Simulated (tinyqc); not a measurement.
Three-level Kane dispersion of a narrow-gap semiconductor, step by step. Values are carried at full precision from step to step, so a last printed digit may differ when a step is redone from the rounded ones.

Zero of energy at Gamma8, c = hbar^2/2m0, P^2 = Ep c. The free-electron term and remote bands are left out, so the heavy holes are flat at E = 0 and the other three bands obey E (E - Eg)(E + Dso) = P^2 k^2 (E + 2 Dso/3). The conduction band is the highest root; its edge is Ec = max(Eg, 0).

Constants: hbar^2/2m0 = 3.80998211 eV angstrom^2; hbar = 6.58211957e-16 eV s; e^2/(4 pi eps0) = 14.39964547 eV angstrom; muB = 5.788381798e-05 eV/T.

Values chosen for the exercise (near those of InSb; not measured data): Eg = 0.242 eV (E(Gamma6) - E(Gamma8)); Dso = 0.84 eV (spin-orbit splitting); Ep = 22.8 eV (Kane energy); k = 0.022 1/angstrom (wave vector); n = 4.7e+16 cm^-3 (electron density); eps = 15.6 (high-frequency dielectric constant); B = 4.8 T (magnetic field).

## The three bands at one k

Expand the equation into E^3 + a2 E^2 + a1 E + a0 = 0 and give its roots; compare with the two-level form (Dso to infinity) E = Eg/2 +/- sqrt(Eg^2/4 + (2/3) P^2 k^2).

P^2 k^2 = 0.042044 eV^2

a2, a1, a0: 0.598000  -0.245324  -0.023545

roots (eV): -0.8532  -0.0819  0.3371

two-level form (eV): -0.0856  0.3276

The two-level form misses the highest root by -9.5 meV. The order is normal: Gamma6 forms the conduction band.

## Mass at the edge and limiting velocity

m0* = Eg (Eg + Dso)/(Ep (Eg + 2 Dso/3)). In the two-level form the velocity tends to v = sqrt(2/3) P/hbar, and |Eg| = 2 m v^2 with m = 3 |Eg|/(2 Ep), as for a relativistic particle. 1 angstrom = 1e-10 m.

m0* = 0.01432 m0
P = 9.3203 eV angstrom
v = 1.156e+06 m/s
k at which the linear part sets in, |Eg|/(2 hbar v) = 0.01590 1/angstrom

## Fermi level and mass at a given density

Degenerate electrons at T = 0: kF = (3 pi^2 n)^(1/3), 1 cm^-3 = 1e-24 angstrom^-3; EF is the highest root at kF. The momentum (cyclotron, optical) mass is m(E) = hbar^2 k/(dE/dk) = c d(k^2)/dE with d(k^2)/dE = k^2 [1/E + 1/(E - Eg) + 1/(E + Dso) - 1/(E + 2 Dso/3)]; the density of states is k d(k^2)/dE/(2 pi^2).

Edge mass m0* = Eg (Eg + Dso)/(Ep (Eg + 2 Dso/3)).

Compare EF - Ec with the parabolic value c kF^2/m0*.

kF = 0.01116 1/angstrom
EF - Ec = 0.0298 eV
parabolic value = 0.0332 eV
m(EF) = 0.01754 m0
m(EF)/m0* = 1.225
density of states at EF = 2.603e+18 1/(eV cm^3)

The parabola overstates EF - Ec by a factor of 1.11; (EF - Ec)/|Eg| = 0.12, and the two-level rule 1 + 2 (EF - Ec)/|Eg| = 1.246 estimates the mass ratio.

## Plasma and cyclotron energies

hbar wp = sqrt(8 pi c (e^2/4 pi eps0) n/(eps m)), hbar wc = 2 muB B/m (classical limit), with m = m(EF) and, for comparison, the edge mass; n in angstrom^-3.

hbar wp with m(EF), with m0* (meV): 15.39  17.03

hbar wc with m(EF), with m0* (meV): 31.69  38.81

hbar wc is not small against EF - Ec = 29.8 meV, so only the lowest Landau level or two are filled: this is the quantum limit, where the classical value fails.

## Checks

- Roots of the cubic against the 8 x 8 Kane matrix without remote terms: they agree to 1e-10 or better.
- m(E) near the edge against m0*: both 0.01432.

Computed by tinyqc, a small Python program: `OMP_NUM_THREADS=1 python tinyqc.py 1080396 1080397 out.jsonl` (the numbers bound the seed that draws the inputs); one thread of a shared host (Intel(R) Xeon(R) Processor @ 2.30GHz), about 0.01 s for the whole set of steps.
